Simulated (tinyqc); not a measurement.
Thin-body film or fin with hard walls, valleys of the Si type, step by step. Values are carried at full precision from step to step, so a last printed digit may differ when a step is redone from the rounded ones.

Six ellipsoidal valleys with their long axes along the cube axes, mass ml along the axis and mt across it. For a valley whose axis makes the angle theta with the surface normal, 1/m_z = cos^2(theta)/ml + sin^2(theta)/mt sets the confinement; in the plane the masses are m_1 = mt and m_2 = ml mt/m_z, and m_d = sqrt(m_1 m_2).

Constants: hbar^2/2m0 = 3.80998211 eV angstrom^2; kB = 8.617333262e-05 eV/K.

Inputs chosen for the exercise (near those of Si; shifted at random, so the results belong to these values and not to a real crystal): ml = 0.926 m0 (longitudinal mass); mt = 0.187 m0 (transverse mass); face = 100 (face of the film or side wall of the fin); t = 24 angstrom (body thickness); T = 300 K (temperature); g_all = 6 (number of valleys); Ns = 9.4 x 1e12/cm^2 (sheet density in the on state); alpha = 0.53 1/eV (non-parabolicity).

## Valley masses for the (100) face

Group the valleys by their angle to the normal, heaviest m_z first.

Valleys (masses in m0):
```
valleys g  cos^2(theta)     m_z     m_1     m_2     m_d
2                1.0000  0.9260  0.1870  0.1870  0.1870
4                0.0000  0.1870  0.1870  0.9260  0.4161
```

## Subband edges

A film of thickness t between hard walls, flat band inside: E_n = c (n pi/t)^2/m_z above the bulk edge, c = hbar^2/2m0. Without degeneracy the sheet density is N2 exp((EF - Ec)/kB T) with N2 = sum_i g m_d/(2 pi c) kB T exp(-E_i/kB T) over n = 1 to 40 of each group; a classical film has t Nc with Nc = 2 g_all (m_dos kB T/(4 pi c))^(3/2), m_dos = (ml mt^2)^(1/3). The threshold shift is dVt = kB T ln(t Nc/N2).

The seven lowest levels of all groups together; primes mark the lighter m_z.

Subbands:
```
label  valleys g  E (eV)
1              2  0.0705
2              2  0.2820
1'             4  0.3491
3              2  0.6345
4              2  1.1280
2'             4  1.3964
5              2  1.7625
```

The second subband, 2, lies 211.5 meV above the first, 8.2 kB T at 300 K.

## Effective density of states and threshold shift

Sum the subbands; 1/angstrom^2 = 1e16/cm^2 and 1/angstrom^3 = 1e24/cm^3.

terms of N2 by group (1e12/cm^2): 0.2643  2.454e-05

Nc = 2.709 x 1e19/cm^3
t Nc = 6.503 x 1e12/cm^2
dVt = 82.8 mV

Confinement leaves 4.1 % of the classical states; the heaviest group holds 100 % of the electrons, against 33 % in the bulk.

## Filling at a given sheet density

n_i = g m_d/(2 pi c) kB T ln(1 + exp((EF - E_i)/kB T)) over the levels listed; solve sum n_i = Ns (1e12/cm^2 = 1e-4/angstrom^2); the band bending of the charge itself is left out. c = hbar^2/2m0.

EF = 0.1279 eV

n_i in the order of the list (1e12/cm^2): 9.386  0.010  0.003  0.000  0.000  0.000  0.000

The fullest subband is 1, with 100 %.

## Non-parabolic correction

Each level E0 of the list is replaced by the root of E (1 + alpha E) = E0.

Levels (eV):
```
label  parabolic  corrected
1         0.0705     0.0680
2         0.2820     0.2491
1'        0.3491     0.3011
3         0.6345     0.5013
4         1.1280     0.7939
2'        1.3964     0.9340
5         1.7625     1.1098
```

The lowest level drops by 2.5 meV. Levels above about 1 eV (1 here) lie outside the range of the valley model.

## Checks

- N2 of a 3000 angstrom film, summed over n to convergence, plus the half-term of the walls against t Nc, 1/angstrom^2: both 0.081281.

(tinyqc, `OMP_NUM_THREADS=1 python tinyqc.py 1252024 1252025 out.jsonl`, Intel(R) Xeon(R) Processor @ 2.30GHz, 1 thread, shared host, about 0.01 s.)
